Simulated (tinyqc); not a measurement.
Inside a calculation. Method: Hueckel theory of the pi electrons with the omega technique, for the molecule C=Cc1ccccc1 (SMILES; centres numbered as the heavy atoms are written). One step of it, computed by the program tinyqc.

Task: Orbitals, round 1. Diagonalise; E = alpha + x beta with beta < 0, so the largest x are filled first; degenerate levels share their electrons. P = sum n_i c_ri c_si; each orbital has its largest coefficient positive (the first on a tie).

Hueckel matrix in units of beta (H = alpha + beta A), order 1C, 2C, 3C, 4C, 5C, 6C, 7C, 8C:
$$\begin{pmatrix}
0.000000 & 1.000000 & 0.000000 & 0.000000 & 0.000000 & 0.000000 & 0.000000 & 0.000000 \\
1.000000 & 0.000000 & 1.000000 & 0.000000 & 0.000000 & 0.000000 & 0.000000 & 0.000000 \\
0.000000 & 1.000000 & 0.000000 & 1.000000 & 0.000000 & 0.000000 & 0.000000 & 1.000000 \\
0.000000 & 0.000000 & 1.000000 & 0.000000 & 1.000000 & 0.000000 & 0.000000 & 0.000000 \\
0.000000 & 0.000000 & 0.000000 & 1.000000 & 0.000000 & 1.000000 & 0.000000 & 0.000000 \\
0.000000 & 0.000000 & 0.000000 & 0.000000 & 1.000000 & 0.000000 & 1.000000 & 0.000000 \\
0.000000 & 0.000000 & 0.000000 & 0.000000 & 0.000000 & 1.000000 & 0.000000 & 1.000000 \\
0.000000 & 0.000000 & 1.000000 & 0.000000 & 0.000000 & 0.000000 & 1.000000 & 0.000000
\end{pmatrix}$$

pi electrons, sum of z_r less the charge = 8

Give: x values; occupations; coefficients; charge and bond-order matrix P.

Result:

x values: [2.136, 1.414, 1.000, 0.662, -0.662, -1.000, -1.414, -2.136]

occupations: [2.000, 2.000, 2.000, 2.000, 0.000, 0.000, 0.000, 0.000]

coefficients, order 1C, 2C, 3C, 4C, 5C, 6C, 7C, 8C:
$$\begin{pmatrix}
0.144 & 0.354 & 0.000 & 0.595 & 0.595 & 0.000 & -0.354 & 0.144 \\
0.308 & 0.500 & 0.000 & 0.394 & -0.394 & 0.000 & 0.500 & -0.308 \\
0.513 & 0.354 & 0.000 & -0.334 & -0.334 & 0.000 & -0.354 & 0.513 \\
0.394 & 0.000 & 0.500 & -0.308 & 0.308 & 0.500 & 0.000 & -0.394 \\
0.329 & -0.354 & 0.500 & 0.130 & 0.130 & -0.500 & 0.354 & 0.329 \\
0.308 & -0.500 & 0.000 & 0.394 & -0.394 & 0.000 & -0.500 & -0.308 \\
0.329 & -0.354 & -0.500 & 0.130 & 0.130 & 0.500 & 0.354 & 0.329 \\
0.394 & 0.000 & -0.500 & -0.308 & 0.308 & -0.500 & 0.000 & -0.394
\end{pmatrix}$$

charge and bond-order matrix P, order 1C, 2C, 3C, 4C, 5C, 6C, 7C, 8C:
$$\begin{pmatrix}
1.000 & 0.911 & 0.000 & -0.253 & 0.000 & 0.204 & 0.000 & -0.253 \\
0.911 & 1.000 & 0.406 & 0.000 & -0.048 & 0.000 & -0.048 & 0.000 \\
0.000 & 0.406 & 1.000 & 0.610 & 0.000 & -0.301 & 0.000 & 0.610 \\
-0.253 & 0.000 & 0.610 & 1.000 & 0.679 & 0.000 & -0.321 & 0.000 \\
0.000 & -0.048 & 0.000 & 0.679 & 1.000 & 0.659 & 0.000 & -0.321 \\
0.204 & 0.000 & -0.301 & 0.000 & 0.659 & 1.000 & 0.659 & 0.000 \\
0.000 & -0.048 & 0.000 & -0.321 & 0.000 & 0.659 & 1.000 & 0.679 \\
-0.253 & 0.000 & 0.610 & 0.000 & -0.321 & 0.000 & 0.679 & 1.000
\end{pmatrix}$$
